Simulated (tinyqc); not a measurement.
Worked calculation: CISD on RHF in the sto-6g basis, for H4, spin multiplicity 1. One step of it, computed by the program tinyqc.

Question. Iteration 5 (converged): orbitals. Diagonalise F' = X^T F X, C = X C', fill 2 alpha and 2 beta electrons from the bottom; D = 2 C_occ C_occ^T. Each column has its largest component positive (the first on a tie).

converged F (hartree), order 1H 1s, 2H 1s, 3H 1s, 4H 1s:
$$\begin{pmatrix}
-0.228863 & -0.449418 & -0.030032 & 0.001708 \\
-0.449418 & -0.236806 & -0.100570 & -0.030032 \\
-0.030032 & -0.100570 & -0.236806 & -0.449418 \\
0.001708 & -0.030032 & -0.449418 & -0.228863
\end{pmatrix}$$

X, order 1H 1s, 2H 1s, 3H 1s, 4H 1s:
$$\begin{pmatrix}
1.091806 & -0.264014 & 0.016469 & -0.004068 \\
-0.264014 & 1.100167 & -0.080593 & 0.016469 \\
0.016469 & -0.080593 & 1.100167 & -0.264014 \\
-0.004068 & 0.016469 & -0.264014 & 1.091806
\end{pmatrix}$$

Give: F' = X^T F X; orbital energies; coefficients C; D after iteration 5.

Answer.

F' = X^T F X (hartree):
$$\begin{pmatrix}
-0.031 & -0.437 & 0.022 & -0.001 \\
-0.437 & -0.026 & -0.096 & 0.022 \\
0.022 & -0.096 & -0.026 & -0.437 \\
-0.001 & 0.022 & -0.437 & -0.031
\end{pmatrix}$$

orbital energies (hartree): MO1 -0.494, MO2 -0.442, MO3 0.340, MO4 0.482

coefficients C, order 1H 1s, 2H 1s, 3H 1s, 4H 1s:
$$\begin{pmatrix}
0.383 & 0.444 & 0.690 & -0.665 \\
0.420 & 0.410 & -0.611 & 0.754 \\
0.420 & -0.410 & -0.611 & -0.754 \\
0.383 & -0.444 & 0.690 & 0.665
\end{pmatrix}$$

D after iteration 5, order 1H 1s, 2H 1s, 3H 1s, 4H 1s:
$$\begin{pmatrix}
0.688 & 0.686 & -0.043 & -0.101 \\
0.686 & 0.689 & 0.017 & -0.043 \\
-0.043 & 0.017 & 0.689 & 0.686 \\
-0.101 & -0.043 & 0.686 & 0.688
\end{pmatrix}$$
